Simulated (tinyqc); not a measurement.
Gamma, L and X subbands of a thin body with non-parabolic valleys, step by step. Values are carried at full precision from step to step, so a last printed digit may differ when a step is redone from the rounded ones.

Hard walls, flat band, c = hbar^2/2m0, energies from the bulk Gamma edge. For a valley at angle theta to the normal 1/m_z = cos^2/ml + sin^2/mt and m_d = sqrt(ml mt^2/m_z). Subband n starts at E_v + e with e (1 + a e) = c (n pi/t)^2/m_z, and its density-of-states mass is taken as m_d (1 + 2 a e), without further growth at higher in-plane energy. Groups are named by valley and degeneracy.

Constants: hbar^2/2m0 = 3.80998211 eV angstrom^2; kB = 8.617333262e-05 eV/K.

Values chosen for the exercise (near those of a thin Ge channel; shifted at random, so the results belong to these values and not to a real crystal):
```
symbol  value           unit         meaning
face    111                          surface
mG      0.0387          m0           Gamma mass
aG      1.04            1/eV         Gamma non-parabolicity
EL      -0.146          eV           L edge above Gamma
mL      (1.542, 0.084)  m0           L valleys (four, along <111>): ml, mt
EX      0.052           eV           X edge above Gamma
mX      (0.869, 0.196)  m0           Delta valleys (six, along <100>): ml, mt
aS      0.55            1/eV         non-parabolicity of L and X
t       60              angstrom     body thickness
Ns      4.7             x 1e12/cm^2  sheet density
T       300             K            temperature
eot     13              angstrom     equivalent oxide thickness
```

## Valley groups

List degeneracy, edge, m_z, m_d and a.

Groups:
```
group,g,E_v (eV),m_z,m_d,a (1/eV)
G1,1,0.000,0.0387,0.0387,1.04
L1,1,-0.146,1.5420,0.0840,0.55
L3,3,-0.146,0.0939,0.3405,0.55
X6,6,0.052,0.2642,0.3555,0.55
```

## Subband edges

n = 1 to 8 for each group; list the ten lowest.

Subbands:
```
subband,g,E (eV),DOS mass
L1 n=1,1,-0.1393,0.0846
L1 n=2,1,-0.1193,0.0865
L1 n=3,1,-0.0870,0.0895
L1 n=4,1,-0.0434,0.0935
L3 n=1,3,-0.0408,0.3799
L1 n=5,1,0.0100,0.0984
L1 n=6,1,0.0718,0.1041
X6 n=1,6,0.0907,0.3706
L1 n=7,1,0.1407,0.1105
X6 n=2,6,0.1984,0.4127
```

The lowest subband is L1 n=1, 20 meV below L1 n=2; in the bulk the lowest valley is L.

## Filling and quantum capacitance

n_i = g m/(2 pi c) kB T ln(1 + exp((EF - E_i)/kB T)), sum n_i = Ns (1e12/cm^2 = 1e-4/angstrom^2), c = hbar^2/2m0. Quantum capacitance Cq = 1602.176634 sum g m/(2 pi c) f_i in microfarad/cm^2 with f_i = 1/(1 + exp((E_i - EF)/kB T)); Cox = 34.5313/eot (one gate); C/Cox = Cq/(Cq + Cox), the centroid term left out.

Over the ten listed subbands, named by valley (G, L, X), degeneracy and number.

EF = -0.0976 eV

n_i in the order of the list (1e12/cm^2): 1.639  1.119  0.491  0.117  1.298  0.016  0.002  0.016  0.000  0.000

Cq = 19.69 microfarad/cm^2
Cox = 2.656 microfarad/cm^2
C/Cox = 0.881

EF lies 42 meV above the lowest edge; Gamma holds 0 % of the electrons. The density of states is ample: only 12 % of the gate capacitance is lost.

## Checks

- Cq against the slope dNs/dEF by finite differences, microfarad/cm^2: both 19.69.

tinyqc: `OMP_NUM_THREADS=1 python tinyqc.py 1250513 1250514 out.jsonl`; about 0.08 s, one thread, shared Intel(R) Xeon(R) Processor @ 2.30GHz.
